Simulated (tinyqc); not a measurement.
Resonant-tunnelling diode, transfer matrices and Tsu-Esaki current: two steps of the calculation.

Emitter (band edge 0), barrier d1, well Lw, barrier d2, collector (edge -V). The bias drops linearly over these layers and none in the contacts; each layer is cut into ns equal slices, flat at the value of their centres. E is the energy of motion across the layers, C = hbar^2/(2 m0), psi and psi'/m are continuous. Transport is coherent, T(E) is taken as independent of the transverse momentum, and charge in the well is ignored.

Parameters, values chosen for the exercise; masses and offsets of a made-up heterostructure: temperature T = 150 K; mass in the well, spacer and contacts mw = 0.019 m0; barrier height U1 = 1.3 eV; barrier mass m1 = 0.12 m0; emitter barrier d1 = 1.3 nm; well width Lw = 4.3 nm; collector barrier d2 = 1.5 nm; slices in each layer ns = 2; Fermi energy of both contacts above their band edges Ef = 0.16 eV; bias of the collector V = 0.2 V.

Constants: q = 1.602176634e-19 C, kB = 1.380649e-23 J/K, hbar = 1.054571817e-34 J s, m0 = 9.1093837015e-31 kg, Vt = kB T/q. Results are converted to the units shown.

Task 1. Slices under bias. U = edge of the layer - V x/Lt at the centre x of each slice, Lt the summed thickness.

Give: U; m; width.

Result 1.

```
slice   U (eV)  m (m0)  width (nm)
0       1.2908    0.12     0.65000
1       1.2725    0.12     0.65000
2      -0.0669   0.019      2.1500
3      -0.1275   0.019      2.1500
4       1.1317    0.12     0.75000
5       1.1106    0.12     0.75000
```

Task 2. Current from the resonance alone. J = J0 times the integral over E > 0 of T(E) N(E), N = ln[(1 + exp((Ef - E)/Vt))/(1 + exp((Ef - V - E)/Vt))], J0 = q^2 mw m0 kB T/(2 pi^2 hbar^3) (times 1e-4 for A/cm^2 per eV). For a sharp resonance J = J0 (pi G/2) Tp N(Er), with Er the peak energy, Tp the peak transmission and G the full width at half maximum (in eV). The three values given are estimates from a parabola through three points of 1/T(E).

Er = 0.12537171 eV
Tp = 0.97966541
G = 3.8313125 meV

Give: J0; N(Er); J.

Result 2.

J0 = 3.9745e6 A/(cm^2 eV)
N(Er) = 2.7453
J = 64.331 kA/cm^2

The full integral over T(E) gives 63.36 kA/cm^2; the value above is 1.5 % above it.

Program tinyqc, `OMP_NUM_THREADS=1 python tinyqc.py 2600018 2600019 out.jsonl`; Intel Xeon 2.30GHz, shared host, one thread, about 0.2 s.
